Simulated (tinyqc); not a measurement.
Gain factor and gap resistance from two string resistances.

Inverse problem. At small bit-line voltage each of the 96 cells has the resistance 1/(K x) at overdrive x (no mobility reduction) in series with a gap resistance Rg. Find K, Rg and the share of the gaps at the higher overdrive.

resistance of a string of 96 equal cells at overdrives of 3.7 and 7.1 V (kohm): 8879.1606  5224.8020

Answer. The resistance per cell is a straight line in 1/x with slope 1/K and intercept Rg.

K = 3.400 uA/V^2
Rg = 13.00 kohm
share of the gaps = 23.89 %

Computed by the program tinyqc: `OMP_NUM_THREADS=1 python tinyqc.py 2142244 2142245 out.jsonl`, one thread of a shared Intel Xeon 2.30GHz, about 0.4 s for the whole run.
